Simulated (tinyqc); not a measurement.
# Input admittance of a MOSFET at zero drain bias: distributed channel and distributed gate: dividing a fixed width into fingers

Source and drain grounded, strong inversion, w = 2 pi f, Cox = eps0 eox/tox. The channel is an RC line of resistance 1/(mu Cox Vo) per square fed from both ends, so one finger has the intrinsic admittance y = i w Cox L tanh(g)/g per width, g = (1/2) sqrt(i w tau), tau = L^2/(mu Vo). The vertical resistance rv/L is in series with y, the overlaps 2 i w Cov in parallel: y_t = 1/(1/y + rv/L) + 2 i w Cov. The gate strip is a line of Rsh/L per length loaded by y_t, so a finger has Y = y_t Wf tanh(k)/k, k = (Wf/sd) sqrt(y_t Rsh/L); the device has Nf Y.

Low-frequency limits, with c = Cox L and ct = c + 2 Cov: R_strip = Rsh Wf/(3 sd^2 L Nf), R_ch = (c/ct)^2 L/(12 mu Cox Vo Wf Nf), R_vert = (c/ct)^2 rv/(L Wf Nf), C = ct Wf Nf. Total width Wf Nf = 26 um; each finger also has a contact resistance Rc at each contacted end, which adds Rc/(sd Nf). The resistances are low-frequency limits, good while |k| is below about 1; the far-point signal is |1/cosh k| at f, without Rc.

Inputs (values chosen for the exercise); values of the order met in silicon radio-frequency transistors: relative permittivity of the gate insulator (close to hafnium oxide) eox = 21.6; insulator thickness tox = 18 nm; channel length L = 1.1 um; channel mobility mu = 240 cm^2/(V s); gate overdrive Vo = 0.74 V; sheet resistance of the gate Rsh = 16 ohm/square; vertical resistivity of the gate stack rv = 0 ohm um^2; number of ends at which a finger is contacted sd = 1; overlap and fringe capacitance on each side Cov = 0.16 fF/um; frequency f = 3.4 GHz.

Constants: eps0 = 8.8541878128e-14 F/cm where lengths are in cm. Results are converted to the units shown.

The same in every row: R_ch + R_vert (ohm) = 17.70.

Dividing a fixed width into fingers:

| Nf | Wf (um) | R_strip (ohm) | Rc/(sd Nf) for Rc = 30 ohm (ohm) | sum (ohm) | signal at the far point |
|---|---|---|---|---|---|
| 1 | 26.00 | 126.1 | 30.00 | 173.8 | 0.6424 |
| 2 | 13.00 | 31.52 | 15.00 | 64.22 | 0.9367 |
| 4 | 6.500 | 7.879 | 7.500 | 33.08 | 0.9890 |
| 8 | 3.250 | 1.970 | 3.750 | 23.42 | 0.9976 |
| 16 | 1.625 | 0.4924 | 1.875 | 20.07 | 0.9994 |
| 32 | 0.8125 | 0.1231 | 0.9375 | 18.76 | 0.9999 |
| 64 | 0.4062 | 0.03078 | 0.4688 | 18.20 | 1.000 |
| 128 | 0.2031 | 0.007694 | 0.2344 | 17.94 | 1.000 |

R_strip falls as 1/Nf^2, from 126 to 0.00769 ohm, the contact term as 1/Nf, and R_ch + R_vert stays at 17.7 ohm since the total width is fixed. The sum is within a factor 1.5 of that floor from Nf = 8 on. More fingers add wiring capacitance, which is left out.

tinyqc, about 0.01 s, one thread, Intel Xeon 2.30GHz (shared host): `OMP_NUM_THREADS=1 python tinyqc.py 2262242 2262243 out.jsonl`
